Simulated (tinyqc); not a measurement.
# Transfer length from front and end resistance

Question. A contact of length d and width W has Rc = (Rsh Lt/W) coth(d/Lt) and Re = (Rsh Lt/W)/sinh(d/Lt), with Rsh the sheet resistance under the metal and Lt = sqrt(rc/Rsh). Find Lt, Rsh and rc.

Values chosen for this exercise: contact length d = 1.7 um; contact width W = 25 um.

Rc = 65.854648 ohm
Re = 10.622368 ohm

Answer. Rc/Re = cosh(d/Lt) gives Lt, and Re then gives Rsh.

Lt = 0.677 um
Rsh = 2.40e3 ohm/sq
rc = 1.10e-5 ohm cm^2

tinyqc, about 0.01 s, one thread, Intel Xeon 2.30GHz (shared host): `OMP_NUM_THREADS=1 python tinyqc.py 2760012 2760013 out.jsonl`
